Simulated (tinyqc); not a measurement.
Inside a calculation. Method: plane-wave Kohn-Sham cycle with exchange-only LDA in a layered model solid. One step of it, computed by the program tinyqc.

Task: Iteration 1: Hamiltonian at one k. H(m,m') = (k + G_m)^2/2 delta + V(G_m - G_m'), with V(-G) = V(G).

A solid whose potential varies along x alone (atomic units):
```
parameter                      value
period a                   10.400000
cross-section of the cell  31.000000
electrons per cell                 4
grid points                       16
plane waves -n..n, n               2
k points                           4
V1 in V1 cos(2 pi x/a)     -0.740000
```

V(G_m), m = 0, 1, 2, ... (hartree): -0.227971  -0.370000  0.000000  0.000000  0.000000

k = 0.125000 2 pi / a

Give: H.

Result:

H (hartree):
```
        -2      -1      +0      +1      +2
-2   0.414  -0.370   0.000   0.000   0.000
-1  -0.370  -0.088  -0.370   0.000   0.000
+0   0.000  -0.370  -0.225  -0.370   0.000
+1   0.000   0.000  -0.370   0.003  -0.370
+2   0.000   0.000   0.000  -0.370   0.596
```
